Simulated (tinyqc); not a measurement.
Sweep of a uniaxial [100] strain: strain-driven crossing of the Gamma and L valleys in a germanium-like crystal alloyed with tin.

Biaxial loads: e0 is the in-plane strain e_par and the normal is free. (001): e_perp = -2 (C12/C11) e_par; exx = eyy = e_par, ezz = e_perp, no shear. (111): e_perp = -(2 C11 + 4 C12 - 4 C44)/(C11 + 2 C12 + 4 C44) e_par; exx = eyy = ezz = (2 e_par + e_perp)/3 and exy = eyz = ezx = (e_perp - e_par)/3. (110): e_perp = -(C11 + 3 C12 - 2 C44)/(C11 + C12 + 2 C44) e_par; exx = eyy = (e_par + e_perp)/2, ezz = e_par, exy = (e_perp - e_par)/2, eyz = ezx = 0. Uniaxial loads: a stress along n, scaled so that n.e.n = e0, with exx = s11 sxx + s12 (syy + szz), exy = s44 sxy/2, s11 = (C11 + C12)/((C11 - C12)(C11 + 2 C12)), s12 = -C12/((C11 - C12)(C11 + 2 C12)), s44 = 1/C44.

Edges from the unstrained valence top: Gamma at Eg + ac tr(e); an L valley with unit axis u at EgL + aL tr(e) + XuL (u.e.u - tr(e)/3), u along [111], [1-1-1], [-11-1], [-1-11]; valence edges are the levels of the 6 x 6 matrix of X, Y, Z times spin with -Dso/3 + l exx + m (eyy + ezz) on the diagonal (cyclic), n exy off it, l = av + 2 b, m = av - b, n = sqrt(3) d. Spin-orbit term (Dso/3) L.sigma on X, Y, Z with (L_k)_ij = -i epsilon_kij: <X+|H|Y+> = -i Dso/3, <X+|H|Z-> = Dso/3, <Y+|H|Z-> = -i Dso/3, <Z+|H|X-> = -Dso/3, <Z+|H|Y-> = i Dso/3, <X-|H|Y-> = i Dso/3, and their conjugates; + and - are the spin along z.

With tin the unstrained gaps become E(y) = (1 - y) E + y EgS - CS y (1 - y); all other values are kept.
Constants: kB = 8.617333262e-05 eV/K.

Parameters, chosen for this exercise (near those of Ge, gaps at low temperature; the results hold for these values, not for the real material): Eg = 0.913 eV (gap at Gamma to the s-like level); EgL = 0.746 eV (gap to L); Dso = 0.294 eV (spin-orbit splitting); ac = -8.38 eV (conduction deformation potential); av = 1.23 eV (valence hydrostatic potential); b = -2.6 eV (tetragonal shear potential); d = -5.25 eV (trigonal shear potential); aL = -1.67 eV (hydrostatic potential of the L edge, Xd + Xu/3); XuL = 16.2 eV (uniaxial potential, L); y = 0.12 (tin fraction); EgS = (-0.396, 0.081) eV (Gamma and L gaps of the tin end); CS = (2.13, 0.73) eV (bowing of the Gamma and L gaps); C11 = 129.8 GPa; C12 = 48.4 GPa; C44 = 67.4 GPa; load = uniaxial [100] (kind of strain); mG = 0.043 m0 (mass at Gamma); mL = 0.554 m0 (density-of-states mass of the four L valleys together); T = 300 K (temperature).

The valence splitting is the distance of the top two edges. Share in Gamma = mG^(3/2)/(mG^(3/2) + (mL^(3/2)/4) sum_i exp(-(E_Li - E_Gamma)/kT)).

Results:

| e0 (%) | direct gap (eV) | indirect gap (eV) | Gamma - L (meV) | valence splitting (meV) | share in Gamma (%) |
|---|---|---|---|---|---|
| -1.68 | 0.532 | 0.539 | -7 | 128 | 2.72 |
| -0.64 | 0.535 | 0.574 | -39 | 45 | 8.75 |
| 0.40 | 0.500 | 0.571 | -70 | 25 | 24.8 |
| 1.44 | 0.420 | 0.522 | -102 | 78 | 53.0 |
| 2.48 | 0.340 | 0.474 | -134 | 113 | 79.5 |
| 4.56 | 0.180 | 0.378 | -198 | 148 | 97.9 |
| 5.60 | 0.100 | 0.330 | -230 | 157 | 99.4 |

Give the missing row, e0 (%) = 3.52.

Computed row:
```
e0 (%)  direct gap (eV)  indirect gap (eV)  Gamma - L (meV)  valence splitting (meV)  share in Gamma (%)
3.52              0.260              0.426             -166                      135                93.0
```

The gap stays direct over the sweep. The direct gap goes from 0.532 to 0.100 eV; of that change -0.113 eV comes from the rise of the valence top through the shear terms and the rest from the volume. The share in Gamma goes from 2.72 to 99.4 %. Beyond about 3 % terms of second order in the strain, left out here, matter.

tinyqc: `OMP_NUM_THREADS=1 python tinyqc.py 1050297 1050298 out.jsonl`; about 0.01 s, one thread, shared Intel(R) Xeon(R) Processor @ 2.30GHz.
